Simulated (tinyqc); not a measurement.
# Changing the static constant of the insulator eps_0s

Model: scattering of inversion-layer electrons by surface optical phonons of the gate insulator (remote phonon scattering). Computed by tinyqc, a small Python program. Command: `OMP_NUM_THREADS=1 python tinyqc.py 3110696 3110697 out.jsonl sophonon sweep`. One thread of a shared host (Intel(R) Xeon(R) Processor @ 2.30GHz), about 0.03 s of CPU time with the checks.

One subband with the Fang-Howard envelope; insulator and channel are half-spaces, the gate is far away, and an interlayer only moves the polar surface away by t (its own modes and its permittivity contrast are left out).

Inputs (values chosen for the exercise, modelled on HfO2 on germanium): intermediate constant eps_i = 6.67; optical constant eps_inf = 5.04; hbar omega_TO1 = 12.1 meV; hbar omega_TO2 = 49.1 meV; constant of the channel eps_s = 16.2; in-plane mass m = 0.122 m_0; valleys g_v = 4; sheet density n = 5.2e+11 1/cm^2; mean distance of the electrons z0 = 3/b = 1.2 nm; interlayer thickness t = 0 nm; temperature T = 350 K; mobility from other processes = 540 cm^2/(V s).

Screening by the channel electrons: static.

Constants: k_B = 8.617333262e-05 eV/K; hbar^2/(2 m_0) = 3.80998212 eV angstrom^2; e^2/(4 pi eps_0) = 14.39964548 eV angstrom; hbar = 6.582119569e-16 eV s; e = 1.602176634e-19 C; m_0 = 9.1093837015e-31 kg.

Method:
- eps(w) = eps_inf + (eps_0s - eps_i) w1^2/(w1^2 - w^2) + (eps_i - eps_inf) w2^2/(w2^2 - w^2). Surface modes solve eps(w) + eps_s = 0, a quadratic in w^2; the strength of a mode is g = 2/(w d eps/dw).
- Occupation N = 1/(exp(hbar w/(k_B T)) - 1).
- Density of states D = g_v m/(pi hbar^2); eta = E_F/(k_B T) = ln(exp(n/(D k_B T)) - 1); screening wave number q_s = e^2 D/(2 eps_0 eps_avg) x 1/(1 + exp(-eta)), eps_avg = (eps_s + eps_inf)/2; b = 3/z0.
- For a mode of strength g, without the occupation factor, Area x |M(q)|^2 = e^2 hbar w g/(2 eps_0 q) x (b/(b + q))^6 exp(-2 q t) / (1 + (q_s/q) H(q))^2, H = (1 + 9 x/8 + 3 x^2/8)/(1 + x)^3, x = q/b.
- Approximate momentum relaxation rate, taking tau v alike in the initial and final states: 1/tau = (m/(2 pi hbar^3)) sum over modes and over absorption (N, E' = E + hbar w) and emission (N + 1, E' = E - hbar w > 0) of [(1 - f(E'))/(1 - f(E))] int_0^(2 pi) Area |M(q)|^2 (1 - cos theta) d theta, q^2 = k^2 + k'^2 - 2 k k' cos theta, f the Fermi function; 48 midpoints in theta from 0 to pi.
- mu = (e/m) int tau E f (1 - f) dE/(k_B T int f dE), by 300 midpoints from 0 to (max(eta, 0) + 14) k_B T; Matthiessen sum with the other processes.

One run for each value:
```
static constant of the insulator eps_0s  remote-phonon mobility (cm^2/(V s))  loss of mobility (%)
7.0                                                                    17146                 3.053
9.5                                                                     5615                 8.773
13.0                                                                    3497                13.377
18.0                                                                    2522                17.638
24.0                                                                    2015                21.135
32.0                                                                    1713                23.966
44.0                                                                    1521                26.200
60.0                                                                    1414                27.635
```

Over the rows, remote-phonon mobility (cm^2/(V s)) falls from 17100 to 1410 (exponent d ln y / d ln x -3.7 between the first rows and -0.24 between the last); loss of mobility (%) rises from 3.05 to 27.6 (exponent d ln y / d ln x 3.5 between the first rows and 0.17 between the last). The strengths add up to 1/(eps_s + eps_inf) - 1/(eps_s + eps_0s), which levels off as eps_0s grows, while the lower surface mode moves up.

Caution (all rows): a relaxation time is only an approximation for inelastic scattering, and static or no screening brackets the true dynamic screening only roughly.
